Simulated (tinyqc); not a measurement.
# Worked calculation: thermionic-field emission through a Schottky barrier, WKB

Numbers from tinyqc (`OMP_NUM_THREADS=1 python tinyqc.py 2640164 2640165 out.jsonl`; about 0.05 s on one thread of a shared Intel Xeon 2.30GHz). Printed values are rounded.

Metal on an n-type semiconductor with one parabolic valley; V > 0 is forward bias (metal positive). Energies E are counted from the conduction edge of the neutral semiconductor, whose Fermi level lies at -xi; that of the metal lies at -xi - V. The barrier is a parabola of height Vd = phi - xi - V (depletion approximation, no image force).

Values chosen for this exercise; band and dielectric values close to those of indium phosphide: temperature T = 300 K; electron mass me = 0.0795 m0; relative permittivity eps_r = 12.3; barrier height seen from the metal phi = 0.44 eV; donor density Nd = 2.1e18 cm^-3; bias V = 0.078 V; points of the energy grid nE = 13; upper end of the energy grid Eb = 0.53 eV.

Constants: q = 1.602176634e-19 C, kB = 1.380649e-23 J/K, hbar = 1.054571817e-34 J s, h = 6.62607015e-34 J s, m0 = 9.1093837015e-31 kg, Vt = kB T/q, eps0 = 8.8541878128e-14 F/cm where lengths are in cm. Results are converted to the units shown.

Range of the model: The depletion approximation, a parabolic band and the neglect of image-force lowering make these currents estimates at high doping.

## Fermi level, barrier and E00

Nc = 2 (2 pi me m0 kB T/h^2)^1.5 (times 1e-6 for cm^-3); Nd = Nc F12(-xi/Vt), F12(x) = (2/sqrt(pi)) int_0^infinity sqrt(u)/(1 + exp(u - x)) du; E00 = (hbar/2) sqrt(Nd/(me m0 eps0 eps_r)) in SI units (volts). W = sqrt(2 eps0 eps_r Vd/(q Nd)).

Nc = 5.62500e17 cm^-3
xi = -0.0665734 eV
Vd = 0.428573 V
W = 16.6567 nm
E00 = 27.2083 meV
E00/Vt = 1.05246

By a common rule of thumb, E00/Vt below 0.5 marks thermionic emission, 0.5 to 5 thermionic-field emission and above 5 field emission. By that rule alone: thermionic-field emission; with a high barrier, tunnelling near its top can carry most of the current even below 0.5.

## Current density on a coarse grid

For E < Vd, ln T(E) = -(Vd/E00) [sqrt(1 - y) - y ln((1 + sqrt(1 - y))/sqrt(y))], y = E/Vd; T(E) = 1 above. J = A* T (q/kB) int_0^infinity T(E) N(E) dE, N = ln[(1 + exp((-xi - E)/Vt))/(1 + exp((-xi - V - E)/Vt))], A* = 4 pi q me m0 kB^2/h^3 (times 1e-4 for A/(cm^2 K^2)). Simpson's rule on nE equally spaced points from 0 to Eb.

| point | E (eV) | T(E) | N | T(E) N |
|---|---|---|---|---|
| 0 | 0.000000 | 1.44269e-7 | 2.15218 | 3.10493e-7 |
| 1 | 0.044167 | 6.19479e-6 | 1.10748 | 6.86058e-6 |
| 2 | 0.088333 | 8.25084e-5 | 0.337481 | 2.78451e-5 |
| 3 | 0.132500 | 6.83806e-4 | 0.0713585 | 4.87954e-5 |
| 4 | 0.176667 | 0.00407072 | 0.0133512 | 5.43489e-5 |
| 5 | 0.220833 | 0.0185543 | 0.00243317 | 4.51457e-5 |
| 6 | 0.265000 | 0.0668878 | 4.41247e-4 | 2.95141e-5 |
| 7 | 0.309167 | 0.193477 | 7.99468e-5 | 1.54679e-5 |
| 8 | 0.353333 | 0.448506 | 1.44827e-5 | 6.49557e-6 |
| 9 | 0.397500 | 0.812142 | 2.62352e-6 | 2.13067e-6 |
| 10 | 0.441667 | 1 | 4.75245e-7 | 4.75245e-7 |
| 11 | 0.485833 | 1 | 8.60896e-8 | 8.60896e-8 |
| 12 | 0.530000 | 1 | 1.55949e-8 | 1.55949e-8 |

J = 348.458 A/cm^2

The integrand peaks at E = 0.177 eV among these points, 0.41 of the barrier height. A converged quadrature gives 348.9 A/cm^2 (this grid is 0.11 % below that), of which 0.19 % passes over the barrier.
